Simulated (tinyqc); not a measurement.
Carrier lifetime from Shockley-Read-Hall, radiative, Auger and surface recombination: one step, computed by the program tinyqc. Command: `OMP_NUM_THREADS=1 python tinyqc.py 3014599 3014600 out.jsonl lifetime walk`. One thread of a shared host (Intel(R) Xeon(R) Processor @ 2.30GHz), about 0.02 s of CPU time with the checks.

Energies are counted from the top of the valence band. Boltzmann statistics, full ionisation, and equal excess densities of electrons and holes.

Question. Capture times and SRH densities. v = sqrt(3 k_B T/m) with m_e or m_h; tau_n0 = 1/(sigma_n v_n N_t), tau_p0 = 1/(sigma_p v_p N_t); n1 = N_c exp(-(E_g - E_t)/k_B T), p1 = N_v exp(-E_t/k_B T).

Inputs (values chosen for the exercise, with bands modelled on ZnO):

| quantity | value | unit |
|---|---|---|
| gap E_g | 3.4 | eV |
| electron mass m_e | 0.273 | m_0 |
| hole mass m_h | 0.8 | m_0 |
| temperature T | 350 | K |
| trap level E_t | 1.8 | eV |
| trap density N_t | 1.2e+12 | cm^-3 |
| electron cross-section sigma_n | 3.9e-16 | cm^2 |
| hole cross-section sigma_p | 2.1e-14 | cm^2 |

Doping: n-type. Surface term: two equal surfaces.

N_c = 4.510619e+18 cm^-3

N_v = 2.262701e+19 cm^-3

Constants: k_B = 1.380649e-23 J/K; m_0 = 9.1093837015e-31 kg; k_B = 8.617333262e-05 eV/K.

Give: v_n; v_p; tau_n0; tau_p0; n1; p1.

Answer.

v_n = 2.414e+07 cm/s

v_p = 1.410e+07 cm/s

tau_n0 = 8.850e-05 s

tau_p0 = 2.814e-06 s

n1 = 4.123e-05 cm^-3

p1 = 2.728e-07 cm^-3
